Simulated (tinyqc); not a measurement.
What moves the results: Franz-Keldysh effect at a direct gap. A value that a table varies takes the place of the one given here.

Parabolic bands, vertical transitions, no excitons. For each hole band j: mr = me mj/(me + mj); joint density of states J_j(E) = (mr/c)^(3/2) sqrt(E - Eg)/(2 pi^2), both spins, c = hbar^2/2m0; averaged matrix element |e.p|^2 = m0 Ep/6; alpha_j(E) = 4 pi^2 alpha_f c Ep J_j/(3 nr E) in 1/angstrom (alpha_f the fine-structure constant, listed as alpha among the constants), times 1e8 for 1/cm.

In a field Fd (1 kV/cm = 1e-5 V/angstrom) the electro-optic energy of band j is th = (c (e Fd)^2/mr)^(1/3), and sqrt(E - Eg) in J_j is replaced by pi sqrt(th) [Ai'(b)^2 - b Ai(b)^2] with b = (Eg - E)/th; Ai is the Airy function.

Constants: hbar^2/2m0 = 3.80998211 eV angstrom^2; fine-structure constant alpha = 0.007297352564.

Values chosen for the exercise (near those of InP; the results hold for these values, not for the real material):
```
symbol  value   unit   meaning
Eg      1.356   eV     direct gap
me      0.0765  m0     electron mass
mhh     0.59    m0     heavy-hole mass
mlh     0.0884  m0     light-hole mass
Ep      21.2    eV     Kane energy
nr      3.38           refractive index
Fd      150     kV/cm  uniform field
det     25      meV    detuning below the gap
```

## Spectrum around the gap

Absorption (1/cm):
```
E - Eg (eV)  alpha(0)   alpha(F)  change
-0.1255             0      3.228       3
-0.1004             0      13.74      14
-0.0753             0      53.12      53
-0.0502             0      183.6     184
-0.0251             0      556.6     557
0.0000              0       1449    1449
0.0251           4649       3166   -1484
0.0502           6458       5675    -783
0.0753           7771       8191     420
0.1004           8818       9568     749
0.1255           9692       9731      39
0.1506          10440  1.007e+04    -375
0.2008          11667  1.182e+04     155
0.2511          12638  1.271e+04      70
```

What can be read from the table?

At the gap alpha(F) = 1449 1/cm; 100.4 meV below it 13.7 1/cm remain, the tail falling as exp(-(4/3) b^(3/2)). Among the energies listed the largest rise is 1449 1/cm at E - Eg = 0.0 meV and the largest fall -1484 1/cm at 25.1 meV. It changes sign between 0.0 and 25.1 meV, between 50.2 and 75.3 meV, between 125.5 and 150.6 meV and between 150.6 and 200.8 meV; th is 50.2 meV for heavy holes and 59.3 meV for light holes.

## Tail absorption against field

At E = Eg - det; the field takes the values listed. The last column is the length for 10 dB of loss.

Results:
```
Fd (kV/cm)  th heavy (meV)  b heavy  alpha (1/cm)  length (micrometre)
10                    8.26    3.028         0.234             9.84e+04
20                   13.10    1.908          8.58             2.68e+03
40                   20.80    1.202          70.7                  326
60                   27.26    0.917           161                  143
100                  38.32    0.652           350                 65.8
150                  50.21    0.498           559                 41.2
250                  70.58    0.354           892                 25.8
400                  96.56    0.259      1.26e+03                 18.3
```

What can be read from the table?

alpha grows by 2.8 decades from 10 to 60 kV/cm and by a factor 1.41 over the last step, where the field grows by 1.6: the exponent (4/3) b^(3/2) goes as 1/Fd, so the gain is steep only while b > 1 (deep in the tail the light-hole pair, with its smaller b, carries most of it), that is up to 40 kV/cm of those listed. Values below about 10 1/cm lie under the Urbach and exciton tails of a real crystal, left out here.

## What moves the tail

At E = Eg - det. Each row changes one parameter from the base and keeps the others.

Results:
```
case             th heavy (meV)  alpha (1/cm)
base                     50.211         558.9
Fd = 195 kV/cm           59.808         720.6
det = 35 meV             50.211         365.6
me = 0.088 m0            48.195         618.2
mlh = 0.1149 m0          50.211         584.7
Ep = 23.3 eV             50.211         614.3
nr = 3.55                50.211         532.2
```

What does this show?

The largest shifts from the base row, up to three for each result and ties (the steps differ in size, so this ranks the rows, not the parameters). th heavy (meV): Fd +9.597, me -2.016; unchanged at the printed digits by det, mlh, Ep and nr. alpha (1/cm): det -193, Fd +162, me +59.3.

(tinyqc, `OMP_NUM_THREADS=1 python tinyqc.py 1652540 1652541 out.jsonl`, Intel(R) Xeon(R) Processor @ 2.30GHz, 1 thread, shared host, about 0.01 s.)
